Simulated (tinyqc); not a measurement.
Thermal boundary conductance by the acoustic and diffuse mismatch models: one step, computed by the program tinyqc. Command: `OMP_NUM_THREADS=1 python tinyqc.py 3021058 3021059 out.jsonl kapitza walk`. One thread of a shared host (Intel(R) Xeon(R) Processor @ 2.30GHz), about 0.01 s of CPU time with the checks.

Each side has one longitudinal and two transverse Debye branches, omega = v q up to q_D = (6 pi^2 n)^(1/3), with n counting all atoms. Scattering at the interface is elastic. Electrons are left out of G, also for metals. Melting is ignored. G refers to the temperatures of the phonons sent towards the interface. Linear branches over all atoms overstate G at high T, most for crystals with several atoms a cell.

Task: Cut-off frequencies and impedances. omega_c = v q_D for each branch, given as hbar omega_c/k_B; impedance Z = rho v.

Inputs (values chosen for the exercise, modelled on silicon (side 1) and germanium (side 2)): density rho_1 = 2.33 g/cm^3; longitudinal velocity vL_1 = 9220 m/s; transverse velocity vT_1 = 5440 m/s; atom density n_1 = 49.3 1/nm^3; density rho_2 = 5.4 g/cm^3; longitudinal velocity vL_2 = 5320 m/s; transverse velocity vT_2 = 3250 m/s; atom density n_2 = 43.3 1/nm^3.

Structure: superlattice.

Constants: hbar = 1.054571817e-34 J s; k_B = 1.380649e-23 J/K.

Give: Branches.

Result:

Branches:
```
branch     v (m/s)  cut-off (K)  Z (1e6 kg/(m^2 s))
L, side 1     9220       1006.5             21.4826
T, side 1     5440        593.9             12.6752
L, side 2     5320        556.2             28.7280
T, side 2     3250        339.8             17.5500
```
